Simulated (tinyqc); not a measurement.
One-dimensional ballistic tunnel FET, two-band WKB: two steps of the calculation.

A p-type source for x < 0 with its Fermi level at 0 and its valence edge at ds; in the channel the bands fall as D exp(-x/lam) towards their flat values, with the conduction edge at Ec = ds - dP and D = dP + Eg. The gate moves dP one to one. The drain Fermi level lies at -Vd and the drain side reflects nothing. For w = E - Ec between 0 and dP an electron crosses the gap. Two-band dispersion with equal masses m: inside the gap kappa = sqrt(m u (1 - u/Eg)/C), u the distance from a band edge, C = hbar^2/(2 m0).

Parameters, values chosen for the exercise; band and dielectric values those of a made-up semiconductor:
```
symbol  value  unit                                           meaning
T         300     K                                       temperature
Eg      0.659    eV                                          band gap
m       0.041    m0              band-edge mass of the two-band model
lam       3.5    nm           screening length of the source junction
ds       0.15    eV  source valence edge above the source Fermi level
Vd        0.2     V                                        drain bias
g           2              number of degenerate subbands (spin apart)
dP       0.38    eV        tunnelling window Ev(source) - Ec(channel)
w0       0.17    eV          energy above the channel conduction edge
nc          8                                       cells of the path
nE         11                               points of the energy grid
```

Constants: q = 1.602176634e-19 C, kB = 1.380649e-23 J/K, hbar = 1.054571817e-34 J s, h = 6.62607015e-34 J s, m0 = 9.1093837015e-31 kg, Vt = kB T/q, hbar^2/(2 m0) = 0.0380998212 eV nm^2. Results are converted to the units shown.

Task 1. The path through the gap by the midpoint rule. At w = w0 the path runs from xa = lam ln(D/(w + Eg)) to xb = lam ln(D/w); u(x) = w + Eg - D exp(-x/lam) is the height above the valence edge. Cut it into nc equal cells: S = 2 (cell width) times the sum of kappa at the centres.

Give: xa; xb; x; u; kappa; S.

Result 1.

xa = 0.79028 nm
xb = 6.3358 nm

```
cell	x (nm)	u (eV)	kappa (1/nm)
0	1.1369	0.07816	0.27227
1	1.8301	0.21307	0.39389
2	2.5232	0.32373	0.42099
3	3.2164	0.41452	0.40680
4	3.9096	0.48899	0.36845
5	4.6028	0.55008	0.31279
6	5.2960	0.60019	0.24007
7	5.9892	0.64130	0.13613
```

S = 3.5372

Task 2. Current on a coarse grid. S(w) = 2 lam int_0^Eg kappa(u) du/(w + Eg - u) = 2 pi lam sqrt(m/(C Eg)) [w + Eg/2 - sqrt(w (w + Eg))], T(w) = exp(-S). I = g (2 q^2/h) int_0^dP T(w) [f(E) - f(E + Vd)] dw, E = ds - dP + w, f(x) = 1/(1 + exp(x/Vt)). Simpson's rule on nE equally spaced points.

Give: w; T(w); difference of the f; I.

Result 2.

```
point	w (eV)	T(w)	difference of the f
0	0.0000	9.520e-5	0.2384
1	0.0380	0.003170	0.5762
2	0.0760	0.008621	0.8530
3	0.1140	0.01623	0.9515
4	0.1520	0.02562	0.9445
5	0.1900	0.03643	0.8225
6	0.2280	0.04835	0.5189
7	0.2660	0.06110	0.1989
8	0.3040	0.07445	0.05402
9	0.3420	0.08821	0.01296
10	0.3800	0.1022	0.003010
```

I = 0.7140 uA

Numbers from tinyqc (`OMP_NUM_THREADS=1 python tinyqc.py 2620108 2620109 out.jsonl`; about 0.01 s on one thread of a shared Intel Xeon 2.30GHz).
